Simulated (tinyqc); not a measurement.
p-n diode, drift-diffusion by the Gummel loop with Scharfetter-Gummel fluxes: two steps of the calculation.

Abrupt junction at x = 0, p side from -Lp, n side to Ln, ohmic contacts. psi is counted from the intrinsic level; n = ni exp((psi - phin)/Vt), p = ni exp((phip - psi)/Vt). Contacts: p side psi = V - Vt ln(Na/ni), p = Na, n = ni^2/Na; n side psi = Vt ln(Nd/ni), n = Nd, p = ni^2/Nd. Constant mobilities, D = mu Vt, Boltzmann statistics, SRH recombination through a mid-gap level, U = (n p - ni^2)/(tp (n + ni) + tn (p + ni)). Current is positive from the p contact to the n contact.

Parameters, values chosen for the exercise; band and dielectric values close to those of In0.53Ga0.47As: temperature T = 300 K; acceptor density of the p side Na = 9.5e16 cm^-3; donor density of the n side Nd = 2.5e16 cm^-3; electron mobility mun = 7800 cm^2/(V s); hole mobility mup = 220 cm^2/(V s); SRH lifetime of electrons tn = 3e-8 s; SRH lifetime of holes tp = 2e-8 s; uniform generation rate G = 0 cm^-3 s^-1.

Constants: q = 1.602176634e-19 C, kB = 1.380649e-23 J/K, Vt = kB T/q. Results are converted to the units shown.

Task 1. Electron continuity. With psi and p held, F_i = (mun Vt/h_i) [n_(i+1) B(d_i) - n_i B(-d_i)], d_i = (psi_(i+1) - psi_i)/Vt, B(d) = d/(exp(d) - 1); solve F_i - F_(i-1) = w_i [(n_i p_i - ni^2)/den_i - G] for the new n, with den = tp (n + ni) + tn (p + ni) taken at the old n and p, h_i = x_(i+1) - x_i, w_i = (h_(i-1) + h_i)/2; phin = psi - Vt ln(n/ni).

| node | x (nm) | psi (V) | n after Poisson (cm^-3) | p after Poisson (cm^-3) |
|---|---|---|---|---|
| 0 | -1000 | 0.17305291 | 4.6212050e6 | 9.5e16 |
| 1 | -584 | 0.17293050 | 1.9644268e14 | 9.5196438e16 |
| 2 | -329 | 0.17285600 | 3.1630963e14 | 9.5316144e16 |
| 3 | -173 | 0.17281729 | 3.8941006e14 | 9.5364588e16 |
| 4 | -76.7 | 0.17318315 | 4.4068903e14 | 9.3966908e16 |
| 5 | -18 | 0.18207191 | 6.5469504e14 | 6.6597324e16 |
| 6 | 18 | 0.25154280 | 9.7072548e15 | 4.5260291e15 |
| 7 | 112 | 0.27642558 | 2.5498064e16 | 1.6968679e15 |
| 8 | 355 | 0.27730660 | 2.6514083e16 | 1.5220802e15 |
| 9 | 987 | 0.27673996 | 2.6269811e16 | 1.2697621e15 |
| 10 | 2630 | 0.27538479 | 2.5750919e16 | 7.5088380e14 |
| 11 | 6900 | 0.27243464 | 2.5e16 | 1.7560579e7 |

ni = 6.6258167e11 cm^-3

Find: new n; phin after round 2.

Result 1.

| node | new n (cm^-3) | phin after round 2 (V) |
|---|---|---|
| 0 | 4.6212e6 | 0.48000 |
| 1 | 1.9756e14 | 0.02563 |
| 2 | 3.1823e14 | 0.01324 |
| 3 | 3.9200e14 | 0.00781 |
| 4 | 4.4378e14 | 0.00497 |
| 5 | 6.5926e14 | 0.00362 |
| 6 | 9.7727e15 | 0.00339 |
| 7 | 2.5663e16 | 0.00331 |
| 8 | 2.6671e16 | 0.00320 |
| 9 | 2.6392e16 | 0.00290 |
| 10 | 2.5816e16 | 0.00212 |
| 11 | 2.5000e16 | 0.00000 |

Task 2. Recombination and current. U_i as defined. J = Jn at the p contact + Jp at the n contact + q sum w_i U_i - q G sum w_i over the inner nodes, which avoids differences of large majority fluxes: Jn = (q mun Vt/h_0)[n_1 B(d_0) - n_0 B(-d_0)], Jp = (q mup Vt/h_last)[p_(N-1) B(d_last) - p_N B(-d_last)], d_i = (psi_(i+1) - psi_i)/Vt, B(d) = d/(exp(d) - 1), w_i = (h_(i-1) + h_i)/2.

| node | x (nm) | converged psi (V) | converged n (cm^-3) | converged p (cm^-3) |
|---|---|---|---|---|
| 0 | -1000 | 0.17305291 | 4.6212050e6 | 9.5e16 |
| 1 | -584 | 0.17293362 | 1.9753481e14 | 9.5197530e16 |
| 2 | -329 | 0.17286104 | 3.1820330e14 | 9.5318038e16 |
| 3 | -173 | 0.17282351 | 3.9196823e14 | 9.5367181e16 |
| 4 | -76.7 | 0.17318954 | 4.4374547e14 | 9.3971962e16 |
| 5 | -18 | 0.18206667 | 6.5891030e14 | 6.6632399e16 |
| 6 | 18 | 0.25146243 | 9.7393377e15 | 4.5416385e15 |
| 7 | 112 | 0.27627915 | 2.5510247e16 | 1.7057873e15 |
| 8 | 355 | 0.27716206 | 2.6514554e16 | 1.5225257e15 |
| 9 | 987 | 0.27660921 | 2.6253034e16 | 1.2529857e15 |
| 10 | 2630 | 0.27528824 | 2.5717691e16 | 7.1765486e14 |
| 11 | 6900 | 0.27243464 | 2.5e16 | 1.7560579e7 |

ni = 6.6258167e11 cm^-3

Find: U; Jn at the p contact; Jp at the n contact; recombination; generation; J.

Result 2.

| node | U (cm^-3 s^-1) |
|---|---|
| 0 | 0 |
| 1 | 6.5753e21 |
| 2 | 1.0583e22 |
| 3 | 1.3030e22 |
| 4 | 1.4745e22 |
| 5 | 2.1819e22 |
| 6 | 1.3361e23 |
| 7 | 7.7510e22 |
| 8 | 7.0085e22 |
| 9 | 5.8460e22 |
| 10 | 3.4439e22 |
| 11 | 0 |

Jn at the p contact = 153.76 A/cm^2
Jp at the n contact = 1.6176 A/cm^2
recombination = 3.6678 A/cm^2
generation = 0 A/cm^2
J = 159.05 A/cm^2

Program tinyqc, `OMP_NUM_THREADS=1 python tinyqc.py 2240075 2240076 out.jsonl`; Intel Xeon 2.30GHz, shared host, one thread, about 0.2 s.
